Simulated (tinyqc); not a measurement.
Kinetic Monte Carlo and master equation for a particle on a ring of sites with traps and bias: one step, computed by the program tinyqc. Command: `OMP_NUM_THREADS=1 python tinyqc.py 3000092 3000093 out.jsonl kmc walk`. One thread of a shared host (Intel(R) Xeon(R) Processor @ 2.30GHz), about 0.06 s of CPU time with the checks.

7 sites on a ring, numbered 1 to 7. The saddle between i and i+1 lies at E0 + s b_i and site i at s eps_i; a force F tilts the landscape, with the saddle half-way.

Task: Rate table. Rates: k(i to i+1) = nu exp(-(E0 + s b_i - s eps_i - F a/2)/(k_B T)), k(i to i-1) = nu exp(-(E0 + s b_(i-1) - s eps_i + F a/2)/(k_B T)). Share right = k right/(k right + k left); mean stay = 1/(k right + k left).

Inputs (values chosen for the exercise, for a model defect):
```
quantity                         value         unit
reference barrier E0              0.83           eV
scale factor s of the disorder       1            -
attempt frequency nu                16          THz
temperature T                      650            K
site spacing a                     2.7     angstrom
force F along the ring          0.0019  eV/angstrom
```

Disorder: site traps.

site energies eps_i (eV): -0.095  -0.033  -0.067  -0.04  0  0  -0.068

saddle shifts b_i between sites i and i+1 (eV): 0  0  0  0  0  0  0

Constants: k_B = 8.617333262e-05 eV/K.

Give: Rates, shares of right hops and mean stays.

Result:

Rates, shares of right hops and mean stays:
```
site  k right (1/s)  k left (1/s)  share right  mean stay (s)
1         1.127e+06     1.029e+06       0.5229      4.639e-07
2         3.410e+06     3.111e+06       0.5229      1.533e-07
3         1.858e+06     1.696e+06       0.5229      2.814e-07
4         3.009e+06     2.746e+06       0.5229      1.738e-07
5         6.146e+06     5.608e+06       0.5229      8.508e-08
6         6.146e+06     5.608e+06       0.5229      8.508e-08
7         1.825e+06     1.666e+06       0.5229      2.864e-07
```

The particle stays longest on site 1, 5.5 times as long as on the quickest site.
